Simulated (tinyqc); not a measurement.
Worked calculation: solid solubility of a dopant against its melt (retrograde solidus), clustering and the electrically active fraction. Computed by tinyqc, a small Python program that keeps every step. Command: `OMP_NUM_THREADS=1 python tinyqc.py 3025489 3025490 out.jsonl retro walk`. One thread of a shared host (Intel(R) Xeon(R) Processor @ 2.30GHz), about 0.01 s of CPU time with the checks. Intermediate numbers are printed to about 5 digits and carried at full precision; extremes and crossings named in words are read from the listed rows.

Inputs (values chosen for the exercise, of the order of those of gallium in silicon for the solubility):
```
quantity                                       value            unit
melting point of the host T_m                   1687               K
heat of melting of the host H_f                 50.2          kJ/mol
interaction L of the melt                        2.7          kJ/mol
enthalpy of transfer from melt to solid H      0.675              eV
entropy of transfer S                          -0.49             k_B
site density N0                                5e+22          1/cm^3
temperature T                                   1470               K
total dopant density N_t                     2.9e+20          1/cm^3
atoms per cluster m                                3               -
cluster scale N* at 1273 K                   4.8e+20          1/cm^3
activation energy E_b of the cluster scale      0.33              eV
anneal temperature T_a                          1025               K
prefactor of n_i                            3.98e+16  1/(cm^3 K^1.5)
energy E_i in n_i                              0.602              eV
mobility mu                                       40      cm^2/(V s)
```

Clustering: clusters that take up free electrons.

Constants: R = 8.314462618 J/(mol K); k_B = 8.617333262e-05 eV/K; e = 1.602176634e-19 C; N_A = 6.02214076e+23 1/mol.

## Liquidus and solidus at T

x_l and x_s are atom fractions of the dopant in melt and solid; the solid is dilute. Liquidus of the host: R T ln(1 - x_l) + L x_l^2 = -H_f (1 - T/T_m). Distribution: k = x_s/x_l = exp[L (1 - x_l)^2/(R T)] exp(S/k_B - H/(k_B T)), the first factor being the activity coefficient in the melt. Solubility = x_s N0; at T_m x_l = 0.

x_l = 0.43449

distribution coefficient k = 0.0031893

x_s = 0.0013857

solubility = 6.9285e+19 1/cm^3

k at the melting point = 0.0071497

k has changed by a factor 0.45 from its value at T_m, while x_l has grown from 0 to 0.434.

## The retrograde maximum

The largest x_s N0 between 900 K and T_m. For an ideal melt with constant heats the maximum has x_l = H_f/(H + H_f), H in the same units.

temperature of the maximum = 1466.3 K

largest solubility = 6.9298e+19 1/cm^3

x_l there = 0.44105

ideal-melt value H_f/(H + H_f) = 0.43528

The maximum lies 221 K below T_m: above it the melt runs out of dopant, below it k falls as exp(-H/(k_B T)).

## The solidus

The formulas are those given above.

Against temperature:
```
T (K)      x_l          k  solubility (1/cm^3)  over the maximum
1000   0.93562  0.0002432           1.1376e+19           0.16417
1100   0.88231  0.0004970           2.1927e+19           0.31641
1200   0.80352  0.0009054           3.6377e+19           0.52493
1300   0.69453  0.0015153           5.2623e+19           0.75938
1400   0.55271  0.0023848           6.5906e+19           0.95105
1500   0.37959  0.0035932           6.8197e+19           0.98412
1580   0.22323  0.0048751           5.4414e+19           0.78522
1640   0.09924  0.0060628           3.0084e+19           0.43412
1675   0.02544  0.0068582           8.7224e+18           0.12587
```

Between the first rows the Arrhenius energy of the solubility is 0.62 eV, against H = 0.675 eV; it shrinks to zero at 1466 K and turns negative beyond. A crystal saturated at the maximum precipitates dopant-rich liquid on cooling and on heating alike. Below a eutectic or compound temperature another phase would set the limit.

## Active fraction after the anneal

A highly soluble donor (another dopant than that of the solidus) is limited by clustering. Donors N_a are active, and clusters hold m atoms each: N_t = N_a + m C, m C = N* (N_a/N*)^m (n/N*)^m, each atom taking one electron, n = N_a/2 + sqrt(N_a^2/4 + n_i^2), n_i = prefactor x T^1.5 exp(-E_i/(k_B T)), with N*(T) = N*(1273 K) exp[-(E_b/k_B)(1/T - 1/1273)]. Resistivity = 1/(e mu N_a).

N*(T_a) = 2.3181e+20 1/cm^3

active density N_a = 1.9853e+20 1/cm^3

active fraction = 0.68458

resistivity = 0.78597 milliohm cm

Doubling the dose would raise N_a by only 24 %. Caution: this clustering law is a generic form; degeneracy and a doping-dependent mobility are left out.

## Active against total

A highly soluble donor (another dopant than that of the solidus) is limited by clustering. Donors N_a are active, and clusters hold m atoms each: N_t = N_a + m C, m C = N* (N_a/N*)^m (n/N*)^m, each atom taking one electron, n = N_a/2 + sqrt(N_a^2/4 + n_i^2), n_i = prefactor x T^1.5 exp(-E_i/(k_B T)), with N*(T) = N*(1273 K) exp[-(E_b/k_B)(1/T - 1/1273)].

Active density (1/cm^3):
```
N_t (1/cm^3)  N_a at T_a  fraction  N_a at T_a + 150 K  N_a at T_a - 150 K
1.00e+19      1.0000e+19   1.00000          1.0000e+19          1.0000e+19
3.00e+19      2.9999e+19   0.99996          3.0000e+19          2.9973e+19
1.00e+20      9.8624e+19   0.98624          9.9863e+19          8.5574e+19
2.00e+20      1.6727e+20   0.83636          1.9290e+20          1.1501e+20
5.00e+20      2.3677e+20   0.47355          3.2814e+20          1.4589e+20
1.00e+21      2.8001e+20   0.28001          4.0375e+20          1.6820e+20
2.00e+21      3.2240e+20   0.16120          4.7230e+20          1.9145e+20
5.00e+21      3.8168e+20   0.07634          5.6413e+20          2.2507e+20
```

The exponent d ln N_a/d ln N_t falls from 1.00 to 0.18, towards 1/(2m) = 0.167. At the highest dose a 150 K hotter anneal gives 1.48 times the active density, and a later step 150 K cooler would cut it to 0.59 if it ran to equilibrium: short hot anneals come last.

Checks made by the program: the ideal-melt maximum (relative difference 2e-08).
